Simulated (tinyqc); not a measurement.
Surface photovoltage measurement of the minority-carrier diffusion length in a wafer. Changing the wavelength. Computed by tinyqc, a small Python program. Command: `OMP_NUM_THREADS=1 python tinyqc.py 3130071 3130072 out.jsonl spv sweep`. One thread of a shared host (Intel(R) Xeon(R) Processor @ 2.30GHz), about 0.01 s of CPU time with the checks.

Low injection, steady light, a depletion layer much thinner than 1/alpha and L. The excess density dn is taken at the front edge of the neutral region; light that reaches the back is lost.

Inputs (values chosen for the exercise, modelled on p-type silicon at room temperature):

| quantity | value | unit |
|---|---|---|
| diffusion length L | 46 | micrometre |
| wafer thickness W | 725 | micrometre |
| diffusivity D | 26.1 | cm^2/s |
| front recombination velocity S_f | 1300 | cm/s |
| back recombination velocity S_b | 23000 | cm/s |
| photon flux entering | 2.6e+11 | 1/(cm^2 s) |
| minority density at the surface barrier scale n_0 | 8.5e+08 | 1/cm^3 |
| temperature T | 298 | K |

Constants: k_B = 8.617333262e-05 eV/K.

Method:
- alpha = (84.732/lambda - 76.417)^2 per cm with lambda in micrometre (an empirical fit for silicon between 0.7 and 1.05 micrometre).
- Thick wafer: dn = Phi L/((S_f + D/L)(L + 1/alpha)). Finite wafer, with s = S_b L/D, w = W/L, a = alpha L: dn = [Phi a/(a^2 - 1)] [a - B - exp(-alpha W)(a - s)/(cosh w + s sinh w)]/(S_f + B D/L), B = (sinh w + s cosh w)/(cosh w + s sinh w).
- Photovoltage V = (k_B T/e) ln(1 + dn/n_0). Lifetime = L^2/D.

One run for each value:

| wavelength (nm) | dn, finite wafer (1/cm^3) | penetration depth 1/alpha (micrometre) | dn, thick wafer (1/cm^3) |
|---|---|---|---|
| 780 | 3.082e+07 | 9.6 | 3.082e+07 |
| 811 | 2.922e+07 | 12.7 | 2.922e+07 |
| 842 | 2.720e+07 | 17.1 | 2.720e+07 |
| 874 | 2.460e+07 | 23.7 | 2.460e+07 |
| 905 | 2.150e+07 | 33.8 | 2.150e+07 |
| 936 | 1.782e+07 | 50.2 | 1.782e+07 |
| 968 | 1.351e+07 | 80.9 | 1.351e+07 |
| 999 | 9.135e+06 | 141.7 | 9.135e+06 |
| 1030 | 5.066e+06 | 292.5 | 5.066e+06 |

Over the rows, dn, finite wafer (1/cm^3) falls from 3.08e7 to 5.07e6 (exponent d ln y / d ln x -1.4 between the first rows and -19 between the last); penetration depth 1/alpha (micrometre) rises from 9.64 to 292 (exponent d ln y / d ln x 7.1 between the first rows and 24 between the last); dn, thick wafer (1/cm^3) falls from 3.08e7 to 5.07e6 (exponent d ln y / d ln x -1.4 between the first rows and -19 between the last).

Extremes, crossings and ranges named in words are read from the listed rows.
